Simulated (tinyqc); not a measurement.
Pariser-Parr-Pople SCF with singles CI, for the molecule C1=CC=CC=CC=C1 (SMILES; centres numbered as the heavy atoms are written), step by step. One step of it, computed by the program tinyqc.

Question. Iteration 2: orbitals and new P. Diagonalise F (the basis is taken as orthonormal) and form P = 2 sum c c over the lowest orbitals.

F (eV), lower triangle:
```
,1C,2C,3C,4C,5C,6C,7C,8C
1C,-6.661278
2C,-4.977756,-4.529445
3C,0.582857,-4.354431,-6.661278
4C,0.333164,-0.582964,-4.977756,-4.529445
5C,-0.388381,0.075346,0.582857,-4.354431,-6.661278
6C,0.075346,0.388460,0.333164,-0.582964,-4.977756,-4.529445
7C,0.582857,0.333164,-0.388381,0.075346,0.582857,-4.354431,-6.661278
8C,-4.354431,-0.582964,0.075346,0.388460,0.333164,-0.582964,-4.977756,-4.529445
```

pi electrons, sum of z_r less the charge = 8

Give: orbital energies; P after iteration 2.

Answer.

orbital energies (eV): -14.5238  -12.5212  -12.5212  -8.3596  -2.8309  1.3304  1.3304  3.3329

P after iteration 2, lower triangle:
```
,1C,2C,3C,4C,5C,6C,7C,8C
1C,1.2939
2C,0.6944,0.7061
3C,-0.2289,0.5086,1.2939
4C,-0.1682,0.2289,0.6944,0.7061
5C,0.1961,-0.0352,-0.2289,0.5086,1.2939
6C,-0.0352,-0.1961,-0.1682,0.2289,0.6944,0.7061
7C,-0.2289,-0.1682,0.1961,-0.0352,-0.2289,0.5086,1.2939
8C,0.5086,0.2289,-0.0352,-0.1961,-0.1682,0.2289,0.6944,0.7061
```
